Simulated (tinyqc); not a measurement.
Schottky barrier with interface states (Cowley-Sze model), image lowering and contact resistance. From one set of inputs to another, one input at a time. Computed by tinyqc, a small Python program. Command: `OMP_NUM_THREADS=1 python tinyqc.py 3009007 3009008 out.jsonl pinning ladder`. One thread of a shared host (Intel(R) Xeon(R) Processor @ 2.30GHz), about 0.02 s of CPU time with the checks.

An n-type semiconductor under a metal. The barrier lies between the Schottky-Mott limit phi_M - chi and the Bardeen limit E_g - E_n, E_n being the neutrality level of the interface states; the space-charge term of the full Cowley-Sze expression is left out.

The inputs printed are set A. Inputs not listed in the table keep their values of set A, so the rows need not describe a real material.

Inputs (values chosen for the exercise, with gap, mass and screening modelled on ZnSe):
```
quantity,value,unit
gap E_g,2.74,eV
electron affinity chi,4.1,eV
metal work function phi_M,4.26,eV
neutrality level E_n above the valence band,0.913,eV
optical dielectric constant eps_opt,5.9,-
dielectric constant eps_s,9.3,-
electron mass m_e,0.153,m_0
valleys M_c,1,-
donor density N,1.5e+17,cm^-3
temperature T,200,K
reverse bias V_r,2.5,V
```

Pinning factor from: Moench relation.

Constants: k_B = 8.617333262e-05 eV/K; m_0 = 9.1093837015e-31 kg; k_B = 1.380649e-23 J/K; h = 6.62607015e-34 J s; eps_0 = 8.8541878128e-12 F/m; e = 1.602176634e-19 C; hbar = 1.054571817e-34 J s.

Method:
- S = 1/(1 + 0.1 (eps_opt - 1)^2), an empirical relation for metal-induced gap states.
- phi_B = S (phi_M - chi) + (1 - S)(E_g - E_n); the hole barrier is E_g - phi_B.
- N_c = 2 M_c (2 pi m_e k_B T/h^2)^(3/2); xi = E_c - E_F solves N = N_c F_1/2(-xi/k_B T) (bisection; full ionisation).
- F_1/2(eta) = (2/sqrt(pi)) int_0^infinity sqrt(x)/(1 + exp(x - eta)) dx, by the trapezoid rule in t = sqrt(x) with step 0.02 up to t = 12 (for eta < -12 by exp(eta) - exp(2 eta)/2^(3/2)).
- V_bi = phi_B - xi; W = sqrt(2 eps_s eps_0 (V_bi + V_r - k_B T/e)/(e N)); field at the metal E_m = e N W/(eps_s eps_0); image lowering sqrt(e E_m/(4 pi eps_s eps_0)).
- A* = 4 pi e m_e M_c k_B^2/h^3 (a simple valley count); J_s = A* T^2 exp(-phi/k_B T).
- J_0 uses phi_B; the reverse current uses phi_B less the image lowering, times 1 - exp(-V_r/k_B T).
- E_00 = (e hbar/2) sqrt(N/(m_e eps_s eps_0)), E_0 = E_00 coth(E_00/k_B T); scaling form of the contact resistivity rho_c = (k_B/(e A* T)) exp(phi_B/E_0), which is the thermionic result when E_00 << k_B T and keeps only the leading exponential of tunnelling when E_00 >> k_B T; image lowering is left out of it.

Each row keeps all changes above it:
```
input moved,from,to,J_0 (A/cm^2),contact resistivity rho_c (ohm cm^2),image lowering (eV)
set A,-,-,1.5115e-28,5.5883e+24,0.08535
donor density N (cm^-3),1.5e+17,1.8e+19,1.5115e-28,1.4244e+01,0.28596
metal work function phi_M (eV),4.26,4.01,1.0758e-26,4.6845e+00,0.28463
temperature T (K),200,350,1.4498e-12,1.6968e+00,0.28433
electron affinity chi (eV),4.1,3.77,5.8094e-14,7.1117e+00,0.28609
neutrality level E_n above the valence band (eV),0.913,2.56,3.2116e+03,2.4800e-07,0.26247
reverse bias V_r (V),2.5,1.1,3.2116e+03,2.4800e-07,0.22122
optical dielectric constant eps_opt,5.9,3.56,1.7331e+03,3.2641e-07,0.22194
```

Where does the difference come from?

J_0 goes from 1.51e-28 to 1730, a factor 1.15e31 in all. The largest single move comes from neutrality level E_n above the valence band (a factor 5.53e16). Contact resistivity rho_c goes from 5.59e24 to 3.26e-7, a factor 5.84e-32 in all. The largest single move comes from donor density N (a factor 2.55e-24). Image lowering goes from 0.0853 to 0.222, a factor 2.60 in all. The largest single move comes from donor density N (a factor 3.35), and reverse bias V_r works against it (a factor 0.843). The single moves hold for this order of the switches; the total does not depend on the order.

Caution (all rows): E_00 = (e hbar/2) sqrt(N/(m_e eps_s eps_0)) is above 0.3 k_B T, so tunnelling through the barrier adds to the thermionic currents, most of all under reverse bias. Caution (rows set A, donor density N, metal work function phi_M): so small an emission current is nominal: generation, tunnelling and edge leakage set the real one. Caution (rows donor density N, metal work function phi_M, temperature T, electron affinity chi, neutrality level E_n above the valence band, reverse bias V_r, optical dielectric constant eps_opt): the field is near or above breakdown for such a gap, so avalanche or tunnelling current would take over. Caution (rows donor density N, metal work function phi_M, temperature T, electron affinity chi, neutrality level E_n above the valence band, reverse bias V_r, optical dielectric constant eps_opt): the field is near breakdown. Caution (rows donor density N, metal work function phi_M, temperature T, electron affinity chi, neutrality level E_n above the valence band, reverse bias V_r, optical dielectric constant eps_opt): the semiconductor is degenerate: the k_B T/e term in W and the parabolic band are then rough. Caution (rows donor density N, metal work function phi_M, temperature T, electron affinity chi, neutrality level E_n above the valence band, reverse bias V_r, optical dielectric constant eps_opt): outside the thermionic regime the prefactor of rho_c is only an order-of-magnitude estimate. Caution (rows neutrality level E_n above the valence band, reverse bias V_r, optical dielectric constant eps_opt): the image lowering is a large part of the barrier, so these depletion and emission formulas are rough.
